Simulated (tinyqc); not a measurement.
Internal photoemission over an interface barrier: threshold and yield against field.

Electrons are excited from a metal over the barrier Phi(F) = P0 - sqrt(q F/(4 pi eps0 ei)), whose top lies at xm = sqrt(q/(16 pi eps0 ei F)). The yield is Y = A (hv - Phi)^p exp(-xm/l), with A = 1 here.

The yield is taken at hv = 1.77 eV.

Parameters, values chosen for the exercise; dielectric values close to those of zirconium oxide:
- P0 = 1.47 eV (barrier at zero field)
- ei = 4.71 (image-force permittivity)
- p = 2 (exponent of the yield)
- l = 2.3 nm (scattering length in the image well)

Constants: q = 1.602176634e-19 C, eps0 = 8.8541878128e-14 F/cm where lengths are in cm. Results are converted to the units shown.

Threshold and yield against field:
```
F (MV/cm)	sqrt(F) ((MV/cm)^0.5)	Phi (eV)	xm (nm)	Y
0.1	0.3162	1.415	2.765	0.03794
0.19	0.4359	1.394	2.006	0.05918
0.35	0.5916	1.367	1.478	0.08561
0.64	0.8000	1.330	1.093	0.1203
1.2	1.095	1.278	0.7981	0.1708
2.1	1.449	1.217	0.6033	0.2356
3.9	1.975	1.125	0.4427	0.3435
7.2	2.683	1.001	0.3258	0.5135
```

Phi is linear in sqrt(F) with slope -0.175 eV and intercept P0 = 1.47 eV. The yield grows by a factor of 13.5, of which 2.89 comes from less scattering, as xm shrinks from 2.76 to 0.326 nm, and the rest from the lower barrier. For F = 7.2 xm is within about two atomic layers of the interface, where the classical image potential fails.

tinyqc, about 0.01 s, one thread, Intel Xeon 2.30GHz (shared host): `OMP_NUM_THREADS=1 python tinyqc.py 2410019 2410020 out.jsonl`
